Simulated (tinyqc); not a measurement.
Epitaxial growth on a vicinal surface: Burton-Cabrera-Frank step flow, step-edge barrier and island nucleation: one step, computed by the program tinyqc. Command: `OMP_NUM_THREADS=1 python tinyqc.py 3022864 3022865 out.jsonl stepflow walk`. One thread of a shared host (Intel(R) Xeon(R) Processor @ 2.30GHz), about 0.04 s of CPU time with the checks.

Adatoms land at rate F, hop on a square grid (a simplification for hexagonal faces), desorb, or join steps. Lengths are in units of a and n is the adatom coverage. Steps ascend at x = 0 and descend at x = l.

Question. Terrace solution. D n'' - n/tau + F = 0 with n(0) = n_eq and -l_s n'(l) = n(l) - n_eq. With u = n - F tau, A = n_eq - F tau, y = l/x_s, s = l_s/x_s: u = A cosh(x/x_s) + B sinh(x/x_s), B = A (1 - cosh y - s sinh y)/(sinh y + s cosh y). Flux into the ascending step J+ = D B/x_s, over the descending one J- = -(D/x_s)(A sinh y + B cosh y); step velocity J+ + J-; growth rate (J+ + J-)/l. For small y: J+ + J- = (F - n_eq/tau) l, J-/J+ = l/(l + 2 l_s). The coverage peaks where n' = 0, tanh(x/x_s) = -B/A.

Inputs (values chosen for the exercise, close to those used for GaAs(001)):
```
quantity                                    value      unit
deposition rate F                           0.057  layers/s
temperature T                                 520         C
critical nucleus size i                         2         -
binding energy of the critical nucleus E_i   0.98        eV
```

D = 54907.42 a^2/s

lifetime tau = 6893.574 s

diffusion length x_s = 19455.29 a

equilibrium coverage n_eq = 6.567976e-07

terrace width l = 40.53265 a

Schwoebel length l_s = 32.49586 a

Give: J+; J-; growth rate; peak coverage; position of the peak.

Answer.

J+ = 1.6692 atoms per step site and s

J- = 0.64115 atoms per step site and s

growth rate = 0.057000 layers/s

peak coverage = 4.4578e-04

position of the peak = 29.284 a

Caution: twice the distance from the ascending step to the coverage peak exceeds the expected island spacing [0.25 (F/D)^(i/(i+2)) exp(E_i/((i+2) k_B T))]^(-1/2) by 40 % or more, so islands nucleate and the step-flow values are formal.
